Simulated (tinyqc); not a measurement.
Comparisons within one model: eight-band Kane k.p model. A value that a table varies takes the place of the one given here.

Eight-band Kane model, basis S, X, Y, Z times spin, zero of energy at the top of the unstrained valence band, c = hbar^2/2m0. Within each spin: H_SS = Eg + A c k^2, H_SX = i P kx (likewise Y, Z), H_XX = -Dso/3 + L kx^2 + M (ky^2 + kz^2), H_XY = N kx ky, and cyclic. Spin-orbit term (Dso/3) L.sigma on X, Y, Z with (L_k)_ij = -i epsilon_kij: <X+|H|Y+> = -i Dso/3, <X+|H|Z-> = Dso/3, <Y+|H|Z-> = -i Dso/3, <Z+|H|X-> = -Dso/3, <Z+|H|Y-> = i Dso/3, <X-|H|Y-> = i Dso/3, and their conjugates; + and - are the spin along z. Terms from inversion asymmetry are left out, so every level is twofold.

P = sqrt(Ep c); A = 1/me - Ep (Eg + 2 Dso/3)/(Eg (Eg + Dso)) keeps the electron mass; g1' = g1 - Ep/(3 Eg), g2' = g2 - Ep/(6 Eg), g3' = g3 - Ep/(6 Eg) remove the coupling to S that the Luttinger values already hold; L = -c (g1' + 4 g2'), M = -c (g1' - 2 g2'), N = -6 c g3'.

Constants: hbar^2/2m0 = 3.80998211 eV angstrom^2.

Inputs chosen for the exercise (near those of GaSb; the results hold for these values, not for the real material):
- Eg = 0.808 eV (gap at Gamma to the s-like level)
- Dso = 0.759 eV (spin-orbit splitting)
- Ep = 26.9 eV (Kane energy)
- me = 0.0392 m0 (electron mass at Gamma)
- g1 = 13.4 (Luttinger gamma1)
- g2 = 4.7 (gamma2)
- g3 = 6 (gamma3)
- kmax = 0.06 1/angstrom (end of the path)

## Non-parabolicity of the conduction band

Unstrained, along [110], six points up to kmax. Parabolic: E = c k^2/me. Two-band form: E (1 + alpha E) = c k^2/me with alpha = (1 - me)^2/Eg. The column alpha(k) solves that form for alpha with the eight-band energy. Energies from the conduction edge.

Energies:

| \|k\| (1/angstrom) | parabolic (eV) | two-band (eV) | eight-band (eV) | alpha(k) (1/eV) | parabolic / eight-band |
|---|---|---|---|---|---|
| 0.0100 | 0.0097 | 0.0096 | 0.0096 | 1.354 | 1.013 |
| 0.0200 | 0.0389 | 0.0373 | 0.0370 | 1.361 | 1.050 |
| 0.0300 | 0.0875 | 0.0801 | 0.0789 | 1.373 | 1.108 |
| 0.0400 | 0.1555 | 0.1348 | 0.1315 | 1.388 | 1.183 |
| 0.0500 | 0.2430 | 0.1981 | 0.1914 | 1.406 | 1.269 |
| 0.0600 | 0.3499 | 0.2679 | 0.2562 | 1.427 | 1.366 |

alpha = 1.142 1/eV

What does this show, and why?

At the last point the parabola lies a factor 1.37 above the eight-band value, and the two-band form 11.7 meV above it. The parabola stays within 5 % up to |k| = 0.0100 1/angstrom of the points listed. alpha(k) goes from 1.354 to 1.427 1/eV, a spread of 5.4 % over this range; the simple rule gives 1.142, 16 % below the first value, as it knows neither Dso nor the remote terms.

## Four, six or eight bands for the holes

Unstrained, along [111]. Six bands: the X, Y, Z block alone with the full g1, g2, g3 in L, M, N. Four bands: the same with Dso sent to infinity. HH, LH and SO name the pairs from the top.

Valence levels (eV):

| \|k\| (1/angstrom) | HH 4 | HH 6 | HH 8 | LH 4 | LH 6 | LH 8 | SO 6 | SO 8 |
|---|---|---|---|---|---|---|---|---|
| 0.0100 | -0.0005 | -0.0005 | -0.0005 | -0.0097 | -0.0096 | -0.0095 | -0.7642 | -0.7621 |
| 0.0200 | -0.0021 | -0.0021 | -0.0021 | -0.0387 | -0.0378 | -0.0365 | -0.7803 | -0.7715 |
| 0.0300 | -0.0048 | -0.0048 | -0.0048 | -0.0871 | -0.0824 | -0.0771 | -0.8096 | -0.7876 |
| 0.0400 | -0.0085 | -0.0085 | -0.0085 | -0.1548 | -0.1396 | -0.1265 | -0.8560 | -0.8114 |
| 0.0500 | -0.0133 | -0.0133 | -0.0133 | -0.2419 | -0.2037 | -0.1802 | -0.9249 | -0.8439 |
| 0.0600 | -0.0192 | -0.0192 | -0.0192 | -0.3484 | -0.2681 | -0.2345 | -1.0231 | -0.8861 |

How do the results move?

At |k| = 0.0600 the heavy holes of the three models span 0.0 meV and the light holes 113.9 meV. The split-off band moves the light hole by +80.3 meV and treating the conduction band exactly moves it by +33.6 meV more; the split-off band matters more here, where the four-band light-hole energy is 0.46 times Dso and 0.43 times Eg.

## What each parameter does

Unstrained; levels at |k| = kmax along [110], all derived values formed anew. Each row changes one parameter from the base and keeps the others.

Results:

| case | conduction (eV) | heavy hole (eV) | light hole (eV) | split-off (eV) |
|---|---|---|---|---|
| base | 1.0642 | -0.0260 | -0.2345 | -0.8825 |
| Eg = 0.7272 eV | 0.9806 | -0.0260 | -0.2339 | -0.8677 |
| Dso = 0.6831 eV | 1.0633 | -0.0258 | -0.2305 | -0.8138 |
| Ep = 24.21 eV | 1.0645 | -0.0259 | -0.2335 | -0.8913 |
| me = 0.0353 m0 | 1.0956 | -0.0259 | -0.2296 | -0.8802 |
| g1 = 14.74 | 1.0607 | -0.0443 | -0.2506 | -0.8998 |
| g2 = 5.17 | 1.0631 | -0.0240 | -0.2342 | -0.8837 |
| g3 = 6.6 | 1.0599 | -0.0113 | -0.2387 | -0.8886 |

What can be read from the table?

The largest shifts from the base row, up to three for each result and ties (the steps differ in size, so this ranks the rows, not the parameters). conduction (eV): Eg -0.0836, me +0.0314, g3 -0.0043. heavy hole (eV): g1 -0.0184, g3 +0.0146, g2 +0.0019; unchanged at the printed digits by Eg. light hole (eV): g1 -0.0160, me +0.0049, g3 -0.0041, Dso +0.0041. split-off (eV): Dso +0.0687, g1 -0.0173, Eg +0.0148.

Run: tinyqc, `OMP_NUM_THREADS=1 python tinyqc.py 1081583 1081584 out.jsonl`; Intel(R) Xeon(R) Processor @ 2.30GHz, one thread, shared host; about 0.01 s of CPU time with all checks.
